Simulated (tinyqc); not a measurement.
Changing the thickness d: permeation of metal atoms or ions through a thin barrier or dielectric: time lag, field-aided drift and lifetime. Computed by tinyqc, a small Python program. Command: `OMP_NUM_THREADS=1 python tinyqc.py 3013888 3013889 out.jsonl barrier sweep`. One thread of a shared host (Intel(R) Xeon(R) Processor @ 2.30GHz), about 0.02 s of CPU time with the checks.

The film 0 < x < d is empty at first; C = C0 at x = 0 and C = 0 at x = d. dC/dt = D d2C/dx2 - v dC/dx with drift v = D z e V/(k_B T d) (uniform field, no space charge).

Inputs (values chosen for the exercise, for a model case: singly charged ions through a dielectric):
```
quantity                                   value    unit
prefactor D0                             2.6e-09  cm^2/s
activation energy E                        0.765      eV
concentration at the source side C0      2.6e+15  1/cm^3
charge number z                                1       -
voltage V (positive drives ions across)    0.053       V
critical dose Q_c                          8e+09  1/cm^2
test temperature T                           275       C
use temperature T_u                          100       C
```

Constants: k_B = 8.617333262e-05 eV/K.

Method:
- D = D0 exp(-E/(k_B T)); time scale d^2/D; Peclet number P = z V/(k_B T), k_B T in eV; 1 nm = 1e-7 cm.
- Temperatures in kelvin are T(C) + 273.15.
- Steady flux J = (D C0/d) P/(1 - exp(-P)); time lag in units of d^2/D: s_L = [P (1 + exp(-P))/(1 - exp(-P)) - 2]/P^2 (P = 0: J = D C0/d, s_L = 1/6).
- Dose through the film Q(s) = C0 d {f (s - s_L) - 2 exp(P/2) sum_(n=1..200) (-1)^n n^2 pi^2 exp(-l_n s)/l_n^2}, l_n = n^2 pi^2 + P^2/4, f = P/(1 - exp(-P)) the relative flux.
- Solve Q = Q_c for s. At the use temperature D and P take T_u, with the same C0 and V; 1 year = 3.15576e7 s.

One run for each value:
```
thickness d (nm)  failure time at T (s)  time lag (s)  s at the critical dose  steady flux J (1/(cm^2 s))
5.2                          4.1790e+03    1.8343e+02                  3.7197                  2.0022e+06
8.0                          6.5812e+03    4.3416e+02                  2.4750                  1.3014e+06
12.0                         1.0197e+04    9.7686e+02                  1.7044                  8.6763e+05
19.0                         1.7048e+04    2.4489e+03                  1.1366                  5.4797e+05
28.0                         2.6832e+04    5.3184e+03                  0.8237                  3.7184e+05
44.0                         4.6900e+04    1.3133e+04                  0.5830                  2.3663e+05
67.0                         8.1497e+04    3.0452e+04                  0.4370                  1.5540e+05
100.0                        1.4212e+05    6.7837e+04                  0.3421                  1.0412e+05
160.0                        2.8232e+05    1.7366e+05                  0.2654                  6.5072e+04
```

Over the rows, failure time at T (s) rises from 4180 to 282000 (exponent d ln y / d ln x 1.1 between the first rows and 1.5 between the last); time lag (s) rises from 183 to 174000 (exponent d ln y / d ln x about 2.0 throughout); s at the critical dose falls from 3.72 to 0.265 (exponent d ln y / d ln x -0.95 between the first rows and -0.54 between the last). At the low end the exponent of failure time at T is 1.05, close to 1: steady flow: J scales as 1/d. The exponent of time lag stays at 2: the lag scales as d^2/D, with P independent of d.

Caution (all rows): grain boundaries, pinholes, trapping and space charge are left out; thin real barriers usually fail at defects. Caution (rows 44.0, 67.0, 100, 160): the space-charge potential z e C0 d^2/(2 eps) (for eps_r near 4) exceeds 10 mV, so the field is not uniform.
